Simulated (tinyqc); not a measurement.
Worked calculation: one-electron ion in a basis of Gaussians. One step of it, computed by the program tinyqc.

Task: Matrices over normalised Gaussians. With p = a_i + a_j and I(k) = Gamma((k+1)/2) / (2 p^((k+1)/2)): S = I(2l+2), T = (2l+3) a_i a_j S / p, V = -Z I(2l+1), each divided by sqrt(S_ii S_jj).

exponents of r^l exp(-a r^2) (1/bohr^2): 0.242400  0.344800  0.490400  0.697600  0.992200  1.411000

Z = 5

l = 1

Give: S; T; V.

Result:

S:
```
        1       2       3       4       5       6
1  1.0000  0.9621  0.8589  0.7160  0.5626  0.4209
2  0.9621  1.0000  0.9622  0.8589  0.7161  0.5627
3  0.8589  0.9622  1.0000  0.9621  0.8589  0.7161
4  0.7160  0.8589  0.9621  1.0000  0.9622  0.8590
5  0.5626  0.7161  0.8589  0.9622  1.0000  0.9622
6  0.4209  0.5627  0.7161  0.8590  0.9622  1.0000
```

T (hartree):
```
        1       2       3       4       5       6
1  0.6060  0.6847  0.6967  0.6440  0.5480  0.4354
2  0.6847  0.8620  0.9740  0.9910  0.9161  0.7796
3  0.6967  0.9740  1.2260  1.3853  1.4094  1.3031
4  0.6440  0.9910  1.3853  1.7440  1.9705  2.0050
5  0.5480  0.9161  1.4094  1.9705  2.4805  2.8026
6  0.4354  0.7796  1.3031  2.0050  2.8026  3.5275
```

V (hartree):
```
         1        2        3        4        5        6
1  -2.6189  -2.7731  -2.7656  -2.6111  -2.3511  -2.0358
2  -2.7731  -3.1234  -3.3073  -3.2984  -3.1143  -2.8043
3  -2.7656  -3.3073  -3.7250  -3.9443  -3.9337  -3.7141
4  -2.6111  -3.2984  -3.9443  -4.4428  -4.7043  -4.6918
5  -2.3511  -3.1143  -3.9337  -4.7043  -5.2984  -5.6103
6  -2.0358  -2.8043  -3.7141  -4.6918  -5.6103  -6.3185
```
